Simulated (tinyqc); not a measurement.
# Worked calculation: off-state leakage of single and stacked transistors

Numbers from tinyqc (`OMP_NUM_THREADS=1 python tinyqc.py 2242268 2242269 out.jsonl`; about 0.03 s on one thread of a shared Intel Xeon 2.30GHz). Printed values are rounded.

n-channel devices of unit width. Subthreshold current I(Vg, Vs, Vd) = I0 (T/300 K)^0.5 exp[(Vg - Vs - VT(T) - gb (Vs - Vb) + dd (Vd - Vs))/(nf Vt)] (1 - exp(-(Vd - Vs)/Vt)), VT(T) = VT - cT (T - 300 K). Gate-edge tunnelling Ig (Vd/1 V) exp(ag (Vd - 1 V)), for a gate at 0 V, and band-to-band leakage Ab u exp(-Bb/u), u = Vd - Vb + 1 V, flow at a drain held at V; both are taken as independent of T. In a stack of off transistors (all gates at 0 V) the same subthreshold current passes through each.

Inputs (values chosen for the exercise); values of the order met in bulk silicon logic transistors:
- T = 358 K (temperature)
- V = 1.2 V (supply voltage)
- VT = 0.35 V (threshold at 300 K, zero drain and body bias)
- cT = 0.6 mV/K (fall of the threshold with temperature)
- I0 = 0.6 uA/um (current at threshold at 300 K)
- nf = 1.38 (slope factor)
- dd = 0.15 (drain-induced lowering per volt)
- gb = 0.2 (rise of the threshold per volt of source-body bias)
- Ig = 0.0002 uA/um (gate-edge tunnelling current at 1 V)
- ag = 4.9 1/V (exponential slope of the gate current)
- Ab = 2 uA/(um V) (prefactor of band-to-band leakage at the drain)
- Bb = 24 V (its exponential voltage)
- Vb = 0 V (body voltage)

Constants: q = 1.602176634e-19 C, kB = 1.380649e-23 J/K, Vt = kB T/q. Results are converted to the units shown.

## Leakage of one transistor

Vg = Vs = 0, Vd = V; effective threshold VT(T) - gb Vb - dd V.

effective threshold = 0.1352 V
parts (nA/um): subthreshold 27.37386, gate edge 0.6394695, band-to-band 0.08048125
total = 28.09381 nA/um
shares (%): subthreshold 97.43733, gate edge 2.276193, band-to-band 0.2864732

The subthreshold part is the largest.

## Starting value

Vx = dd V/(1 + gb + 2 dd), the solution for Vx well above Vt, rounded to three decimals.

Vx at the start = 0.12 V

## Iteration 1: new Vx

Stack of two, Vx the node between them: I_low = I(0, 0, Vx), I_up = I(0, Vx, V), f = ln(I_up/I_low), f' = -(1 + gb + 2 dd)/(nf Vt) - 1/(Vt (exp(Vx/Vt) - 1)) - 1/(Vt (exp((V - Vx)/Vt) - 1)), Vx(new) = Vx - f/f'.

I_low = 0.5967272 nA/um
I_up = 0.6091849 nA/um
f = 0.02066178
f' = -35.91025 1/V
Vx after iteration 1 = 0.1205754 V

## Iteration 2: new Vx

As before.

I_low = 0.5981688 nA/um
I_up = 0.5981710 nA/um
f = 3.682856e-6
f' = -35.89749 1/V
Vx after iteration 2 = 0.1205755 V

## Course of the iteration

Stop when the step is below 1e-11 V, or after 40 iterations.

Course of the iteration:

| iteration | Vx before the step (V) | step (V) |
|---|---|---|
| 1 | 0.12 | 5.75e-4 |
| 2 | 0.1205754 | 1.03e-7 |
| 3 | 0.1205755 | 3.25e-15 |

Converged in 3 iterations. The subthreshold current of the stack is 0.5982 nA/um, 45.8 times less than that of one transistor (the drain leakage is unchanged); the estimate exp[dd V (1 + gb + dd)/((1 + gb + 2 dd) nf Vt)] gives 44.9.
